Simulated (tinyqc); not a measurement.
Voltage drop against the factor on the load at the hot node.

A grid of 25 by 25 nodes with segments Rx (rows) and Ry (columns); every node draws I1 and the central node kh I1; pads with resistance Rp sit at the nodes whose row and column are multiples of the pitch, counting from 0. The drops u = Vdd - V follow from G u = i, with G the conductance matrix and i the load currents, solved directly. Here the pitch is 6.

Inputs (values chosen for the exercise):
- Vdd = 0.75 V (supply voltage)
- Rx = 0.64 ohm (resistance of a horizontal segment)
- Ry = 1.4 ohm (resistance of a vertical segment)
- Rp = 0.2 ohm (resistance from a pad node to the supply)
- I1 = 2.2 mA (load current of a node in the large grid)

Result of one run:
```
pads  worst drop (mV)  mean drop (mV)  largest drop at a pad (mV)  largest pad current (mA)  worst drop over Vdd (%)
25              46.77           35.38                       30.88                     154.4                    6.236
```

Which factor on the load at the hot node kh gave this result: 2, 5, 10, 50 or 100?

kh = 50.

The whole series:
```
kh   pads  worst drop (mV)  mean drop (mV)  largest drop at a pad (mV)  largest pad current (mA)  worst drop over Vdd (%)
1      25            43.21           34.21                       14.98                     74.90                    5.762
2      25            43.28           34.23                       15.30                     76.52                    5.771
5      25            43.49           34.31                       16.28                     81.39                    5.799
10     25            43.85           34.43                       17.90                     89.50                    5.846
20     25            44.55           34.66                       21.14                     105.7                    5.940
50     25            46.77           35.38                       30.88                     154.4                    6.236
100    25            52.25           36.58                       47.10                     235.5                    6.967
```

The worst drop rises from 43.2 to 52.3 mV and the mean drop rises from 34.2 to 36.6 mV. The central node is itself a pad. The drops are linear in the loads, so the mean grows by 0.0240 mV for each unit of kh in every row.

Computed by the program tinyqc: `OMP_NUM_THREADS=1 python tinyqc.py 2770221 2770222 out.jsonl`, one thread of a shared Intel Xeon 2.30GHz, about 0.3 s for the whole run.
